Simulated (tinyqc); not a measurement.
Holstein polaron on two sites. Changing the hopping t. Computed by tinyqc, a small Python program. Command: `OMP_NUM_THREADS=1 python tinyqc.py 3010044 3010045 out.jsonl holstein sweep`. One thread of a shared host (Intel(R) Xeon(R) Processor @ 2.30GHz), about 0.02 s of CPU time with the checks.

One electron on sites 1 and 2: H = -t (c1+ c2 + c2+ c1) + hbar omega sum_i b_i+ b_i - g hbar omega sum_i n_i (b_i + b_i+). The symmetric phonon shifts the energy by -g^2 hbar omega/2 and drops out; with b = (b_1 - b_2)/sqrt(2) there remains H = -t sigma_x + hbar omega b+ b - (g hbar omega/sqrt(2)) sigma_z (b + b+). Parity splits it into blocks p = +1 and -1 over phonon numbers n. Zero-point energies are left out. Weights Z refer to mode b alone; the displaced symmetric mode multiplies the full zero-phonon weight by exp(-g^2/2).

Inputs (values chosen for the exercise, for a model dimer): phonon energy hbar omega = 51.8 meV; coupling g = 2.13.

Method. Block p: H_nn = n hbar omega - p t (-1)^n - g^2 hbar omega/2, H_(n,n+1) = -(g hbar omega/sqrt(2)) sqrt(n + 1). Use 60 levels in both blocks; Z = c_0^2 is the weight of n = 0 in the ground state c; the splitting is the lowest odd level less the lowest even one, which without coupling is the smaller of 2t and hbar omega; <sigma_x> = sum (-1)^n c_n^2 measures the kinetic energy.

One run for each value:
```
hopping t (meV)  splitting/(2t)  weight Z of n = 0 in mode b  <sigma_x>  mean phonon number in b
2.6                    0.010714                      0.10650    0.02343                   2.2631
4.9                    0.010733                      0.10931    0.03472                   2.2577
9.2                    0.010799                      0.11489    0.05594                   2.2457
17.0                   0.011024                      0.12626    0.09476                   2.2175
33.0                   0.011926                      0.15561    0.17602                   2.1317
62.0                   0.015260                      0.23725    0.32998                   1.8709
120.0                  0.028821                      0.52818    0.64354                   1.0313
220.0                  0.047496                      0.87213    0.90462                   0.2336
410.0                  0.042949                      0.97272    0.97785                   0.0449
```

What does the table show, and why?

Over the rows, splitting/(2t) goes from 0.0107 through a maximum among these rows, 0.0475 at 220, to 0.0429; weight Z of n = 0 in mode b rises from 0.107 to 0.973 (exponent d ln y / d ln x 0.041 between the first rows and 0.18 between the last); <sigma_x> rises from 0.0234 to 0.978 (exponent d ln y / d ln x 0.62 between the first rows and 0.13 between the last). For t much below hbar omega the ratio tends to exp(-g^2) = 0.0107; the first row has 0.0107.

Caution (rows 220, 410): with hbar omega below 2t the lowest odd level starts as a one-phonon state, so the splitting here is a softened phonon and not a narrowed hopping.

Extremes, crossings and ranges named in words are read from the listed rows.
